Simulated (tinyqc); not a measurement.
# Changing the growth rate

Model: equilibrium and kinetic segregation of a solute to boundaries and growing surfaces. Computed by tinyqc, a small Python program. Command: `OMP_NUM_THREADS=1 python tinyqc.py 3012838 3012839 out.jsonl segreg sweep`. One thread of a shared host (Intel(R) Xeon(R) Processor @ 2.30GHz), about 0.01 s of CPU time with the checks.

Inputs (values chosen for the exercise): exchange barrier E_b = 1.35 eV; surface segregation energy E_s = 0.48 eV; growth temperature T_g = 690 K.

Constants: k_B = 8.617333262e-05 eV/K.

Method. Two-state exchange during growth, dilute: jump up r_u = nu exp(-E_b/(k_B T_g)), jump back r_d = r_u exp(-E_s/(k_B T_g)), nu = 1e13 1/s. In the time 1/R of one monolayer the share carried up is p = [r_u/(r_u + r_d)] [1 - exp(-(r_u + r_d)/R)]; the tail decays as p^n, length -1/ln p monolayers; the equilibrium limit has p = r_u/(r_u + r_d).

One run for each value:
```
growth rate (monolayers/s)  decay length (monolayers)  share carried up p  r_u (1/s)
46                                         3.2063e+03             0.99969     1379.0
110                                        3.1699e+03             0.99968     1379.0
250                                        2.3068e+02             0.99567     1379.0
590                                        9.8220e+00             0.90320     1379.0
1400                                       2.1384e+00             0.62648     1379.0
3200                                       9.5275e-01             0.35008     1379.0
7500                                       5.6051e-01             0.16795     1379.0
18000                                      3.8357e-01             0.07375     1379.0
41000                                      2.9334e-01             0.03307     1379.0
```

What does the table show, and why?

Over the rows, decay length (monolayers) falls from 3210 to 0.293 (exponent d ln y / d ln x -0.013 between the first rows and -0.33 between the last); share carried up p falls from 1.000 to 0.0331; r_u (1/s) does not change. The length keeps its equilibrium value only while exp(-r_u/R) is small against r_d/r_u; most solute is buried before it can jump once R is well above r_u.
